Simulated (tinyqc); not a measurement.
Inside a calculation. Model: transistor under a ferroelectric capacitor (negative capacitance), static model.

Computed by the program tinyqc: `OMP_NUM_THREADS=1 python tinyqc.py 2860125 2860126 out.jsonl`, one thread of a shared Intel Xeon 2.30GHz, about 0.02 s for the whole run. Printed values are rounded.

A ferroelectric film of thickness tf lies between the gate and an inner metal at potential v, which drives an ordinary transistor. One domain, P = Q (background permittivity neglected): Vg = v + tf (2 al Q + 4 be Q^3), al = -3 sqrt(3) Ec/(4 Pr), be = 3 sqrt(3) Ec/(8 Pr^3). Gate charge Q(v) = Qi + Cp v with the channel charge Qi = Cox n Vt ln(1 + exp((v - VT)/(n Vt))). Q in uC/cm^2, E in kV/cm; 1 nm times 1 kV/cm is 1e-4 V. Domains, leakage and the switching time are left out.

Inputs (values chosen for the exercise); Pr and Ec close to those of hafnium oxide based films:
- T = 400 K (temperature)
- Pr = 11 uC/cm^2 (remanent polarisation)
- Ec = 1500 kV/cm (coercive field)
- Cox = 2.5 uF/cm^2 (capacitance of the inner oxide)
- Cp = 1.04 uF/cm^2 (overlap capacitance per gate area)
- VT = 0.34 V (threshold of the inner transistor)
- n = 1.22 (subthreshold factor of the inner transistor)
- tf = 13 nm (ferroelectric thickness)
- Vg = 0.67 V (gate voltage)

Constants: q = 1.602176634e-19 C, kB = 1.380649e-23 J/K, Vt = kB T/q. Results are converted to the units shown.

## Landau coefficients and capacitance at zero charge

al = -3 sqrt(3) Ec/(4 Pr), be = 3 sqrt(3) Ec/(8 Pr^3); C_FE(0) = 1/(2 al tf); far below threshold the gain is 1/(1 + 2 al tf Cp) near Q = 0 and the swing n Vt ln 10/gain.

al = -177.1416 kV cm/uC
be = 0.7319899 kV cm^5/uC^3
C_FE(0) = -2.171232 uF/cm^2
gain near Q = 0 = 1.919352
swing = 50.44914 mV/decade

The swing is below Vt ln 10 = 79.4 mV a decade; without the film it is 96.8.

## Gate voltage against inner potential

```
point,v (V)
0,0
1,0.15
2,0.3
3,0.45
4,0.6
5,0.75
6,0.9
7,1.05
8,1.2
```

Q(v) and Vg(v) as above. C = dQ/dv = Cox/(1 + exp(-(v - VT)/(n Vt))) + Cp; dVg/dv = 1 + C tf (2 al + 12 be Q^2); gain = dv/dVg.

```
point,Q (uC/cm^2),C (uF/cm^2),Vg (V),dVg/dv
0,0.000032,1.040770,-0.0000149,0.5206546
1,0.157141,1.066979,0.0776408,0.5088846
2,0.346339,1.736614,0.1406457,0.2025498
3,0.750418,3.369675,0.1059898,-0.5302962
4,1.274217,3.534849,0.0210112,-0.5625013
5,1.805006,3.539854,-0.0589438,-0.4986478
6,2.336000,3.539996,-0.1273664,-0.4098229
7,2.867000,3.540000,-0.1807488,-0.2981430
8,3.398000,3.540000,-0.2156694,-0.1636659
```

dVg/dv is negative at 6 of the points: Vg(v) folds back, so the transfer curve has hysteresis. Minimising dVg/dv over v puts the thickness at which the fold first appears at 8.25 nm.

## Iteration 1: inner potential by Newton steps

v at the start = 1.5 V

f = v + tf (2 al Q + 4 be Q^3) - Vg, f' = 1 + C tf (2 al + 12 be Q^2) with C = Cox/(1 + exp(-(v - VT)/(n Vt))) + Cp; v(new) = v - f/f'.

Q = 4.46 uC/cm^2
f = -0.8864476 V
f' = 0.1736754
v after iteration 1 = 6.604048 V

## Iteration 2: inner potential by Newton steps

As before.

Q = 22.52833 uC/cm^2
f = 39.07887 V
f' = 19.88550
v after iteration 2 = 4.638854 V

The value that enters this step is an overshoot, farther from the solution than the start was, so its intermediate quantities are not physical.

## Course of the iteration: inner potential by Newton steps

Stop when v changes by less than 1e-10 V, or after 30 iterations.

Course of the iteration:
```
iteration,v (V),|change| (V)
1,6.604048,5.10
2,4.638854,1.97
3,3.421055,1.22
4,2.753767,0.667
5,2.494139,0.260
6,2.451491,0.0426
7,2.450374,1.12e-3
8,2.450373,7.58e-7
9,2.450373,< 1e-12
```

Converged in 9 iterations. At the end the number of correct digits about doubles with each step. There dVg/dv = 1.84, a gain of 0.542.
